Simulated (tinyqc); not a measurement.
Worked calculation: Bloch-Grueneisen resistivity of a metal. Computed by tinyqc, a small Python program that keeps every step. Command: `OMP_NUM_THREADS=1 python tinyqc.py 3012456 3012457 out.jsonl bg walk`. One thread of a shared host (Intel(R) Xeon(R) Processor @ 2.30GHz), about 0.01 s of CPU time with the checks. Intermediate numbers are printed to about 7 digits and carried at full precision; extremes and crossings named in words are read from the listed rows.

Electrons scatter from a Debye spectrum of phonons (n = 5 for scattering within one band, n = 3 for scattering into a second, heavy band) and from static defects.

Inputs (values chosen for the exercise, modelled on nickel): exponent n = 5; Debye temperature Theta = 402 K; transport coupling lambda_tr = 0.23; Drude plasma energy hbar w_p = 6 eV; residual resistivity rho_0 = 0.09 microohm cm; temperature T = 400 K.

Addition: none.

Constants: k_B = 1.380649e-23 J/K; hbar = 1.054571817e-34 J s; eps_0 = 8.8541878128e-12 F/m; hbar = 6.582119569e-16 eV s; k_B = 8.617333262e-05 eV/K.

## Scale of the phonon resistivity

rho_ph = (n - 1) rho_1 (T/Theta)^n J_n(Theta/T), with rho_1 = 2 pi lambda_tr k_B Theta/(hbar eps_0 w_p^2), the high-temperature line at T = Theta.

rho_1 = 10.33763 microohm cm

## The integral and the phonon part

J_n(y) = int_0^y x^n e^x/(e^x - 1)^2 dx, by 96 Gauss-Legendre points (upper limit at most 60).

Theta/T = 1.005

J_n = 0.2412520

phonon resistivity rho_ph = 9.730200 microohm cm

This is 94.6 % of the straight line rho_1 T/Theta.

## Total resistivity and derived numbers

Matthiessen's rule: rho = rho_0 + rho_ph. Temperature coefficient (1/rho) d rho/dT by a central difference of +/- 0.5 K; residual ratio rho(295 K)/rho(4.2 K); scattering time tau = 1/(eps_0 w_p^2 rho); Wiedemann-Franz kappa = L_0 T/rho, L_0 = (pi^2/3)(k_B/e)^2.

resistivity rho = 9.820200 microohm cm

temperature coefficient = 2.749733 1e-3/K

residual resistance ratio = 77.16505

scattering time = 13.84076 fs

Wiedemann-Franz conductivity = 99.50936 W/(m K)

The coefficient is 1.10 times 1/T; it exceeds 1/T because the phonon part, extended linearly, meets zero above T = 0. Caution: scattering from magnetic disorder, left out here, raises the resistivity of this ferromagnet well above the phonon value.

## Limits of the phonon part

Low T: (n - 1) n! zeta(n) rho_1 (T/Theta)^n. High T: rho_1 (T/Theta) [1 - (n - 1)/(12 (n + 1)) (Theta/T)^2].

Resistivities (microohm cm):
```
T (K)        rho_ph     low-T law  straight line  line with correction  total rho
12     1.219514e-04  1.219514e-04        0.30859                     -    0.09012
20     1.568205e-03  1.568305e-03        0.51431                     -    0.09157
32     1.621901e-02  1.644487e-02        0.82290                     -    0.10622
48     1.056971e-01  1.248783e-01        1.23434                     -    0.19570
80     6.555943e-01  1.605945e+00        2.05724                     -    0.74559
140    2.353575e+00  2.635851e+01        3.60017               1.95107    2.44358
200    4.143568e+00  1.568305e+02        5.14310               3.98873    4.23357
320    7.548135e+00  1.644487e+03        8.22896               7.50748    7.63814
480    1.187483e+01  1.248783e+04       12.34344              11.86246   11.96483
800    2.028653e+01  1.605945e+05       20.57241              20.28382   20.37653
```

The low-T law holds to 10 % up to 32 K, the straight line from 320 K on. The local exponent of rho_ph falls from 5.00 to 1.05. Phonons overtake the residual resistivity between 32.0 and 48.0 K.

Checks made by the program: J_n at large argument against n! zeta(n) (relative difference below 1e-10).
